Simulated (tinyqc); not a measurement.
Worked calculation: k.p theory built from an empirical-pseudopotential calculation at Gamma. Values are carried at full precision from step to step, so a last printed digit may differ when a step is redone from the rounded ones.

Empirical pseudopotential on the fcc lattice, atoms at +/- tau, tau = a (1,1,1)/8, no spin-orbit coupling. H(G,G') = c (2 pi/a)^2 |k + G|^2 delta + VS(q) cos(q.tau) + i VA(q) sin(q.tau), q = G - G', c = hbar^2/2m0; k and G in units of 2 pi/a; VS at |q|^2 = 3, 8, 11 and VA at 3, 4, 11, in rydberg, zero elsewhere. The basis is fixed: all 89 G with |G|^2 up to Gcut. Energies are counted from the fourth level at Gamma.

Constants: hbar^2/2m0 = 3.80998211 eV angstrom^2; Ry = 13.60569312 eV.

Inputs chosen for the exercise (near those of Si; shifted at random, so the results belong to these values and not to a real crystal):
- a = 5.417 angstrom (lattice constant)
- VS = (-0.21, 0.039, 0.078) Ry (symmetric form factors)
- VA = (0, 0, 0) Ry (antisymmetric form factors)
- Gcut = 19 (2 pi/a)^2 (largest |G|^2 of the fixed basis)

## Levels at Gamma

Diagonalise H at k = 0 and group equal levels.

Multiplets at Gamma:

| multiplet | degeneracy | E (eV) |
|---|---|---|
| 1 | 1 | -12.8161 |
| 2 | 3 | 0.0000 |
| 3 | 3 | 3.3444 |
| 4 | 1 | 3.7641 |
| 5 | 1 | 7.3763 |
| 6 | 2 | 7.9102 |
| 7 | 3 | 12.2725 |
| 8 | 1 | 14.1115 |
| 9 | 3 | 27.5638 |

The lowest empty multiplet is a triplet at 3.344 eV; the lowest empty singlet (s-like) is multiplet 4.

## Mass of the s-like conduction level (multiplet 4)

For a multiplet A of d_A states, W(B) = (4 c/(3 d_A)) sum over n in A, m in B and i = x, y, z of |<n|G_i|m>|^2 (G in 1/angstrom, <n|G_i|m> = sum_G c_n(G)* G_i c_m(G)); the mean inverse mass of A is 1 + sum_B W(B)/(E_A - E_B). Multiplets with W = 0 are left out.

List the couplings (the first eight at most); W to the valence triplet is the Kane energy Ep.

Couplings:

| multiplet B | degeneracy | E_B (eV) | W (eV) | W/(E_A - E_B) |
|---|---|---|---|---|
| 2 | 3 | 0.0000 | 21.5039 | 5.7129 |
| 7 | 3 | 12.2725 | 0.0407 | -0.0048 |
| 11 | 3 | 29.1164 | 0.4751 | -0.0187 |
| 19 | 3 | 45.9454 | 0.1158 | -0.0027 |
| 22 | 3 | 46.8562 | 0.0466 | -0.0011 |
| 25 | 3 | 52.2569 | 0.0275 | -0.0006 |
| 34 | 3 | 86.4514 | 0.0131 | -0.0002 |
| 38 | 3 | 88.0806 | 0.0287 | -0.0003 |

sum over the higher multiplets = 0
1/m = 6.6845

Ep = 21.50 eV. The valence triplet gives 5.71, all other levels together -0.03; m = 0.1496, against 0.1490 for two levels alone.

## Valence parameters

Fold all other levels onto the valence triplet: D(u) = c + 4 c^2 sum_m <n|u.G|m><m|u.G|n'>/(0 - E_m), in units of c. Along [100] its eigenvalues are L (once) and M (twice); along [111] (L + 2M + 2N)/3 (once) and (L + 2M - N)/3 (twice). Then g1 = -(L + 2M)/3, g2 = -(L - M)/6, g3 = -N/6.

eigenvalues along [100]: -6.510  -3.677  -3.677

eigenvalues along [111]: -10.915  -1.475  -1.475

L, M, N: -6.510  -3.677  -9.440

g1, g2, g3: 4.622  0.472  1.573

With spin-orbit coupling added at fixed g1, g2, g3 and large against the hole energy these give heavy and light masses along [100] of 0.272 and 0.180. The s-like level alone adds Ep/(3E) = 1.90 to g1. Local form factors fix Ep and the gap only roughly, so these values can lie far from measured ones.

## Checks

- 1/m of the s-like level from the sum against the curvature of the band: both 6.684.
- L and M against the curvatures along [100]: largest relative difference 3.4e-07.

Run: tinyqc, `OMP_NUM_THREADS=1 python tinyqc.py 1051396 1051397 out.jsonl`; Intel(R) Xeon(R) Processor @ 2.30GHz, one thread, shared host; about 0.6 s of CPU time with all checks.
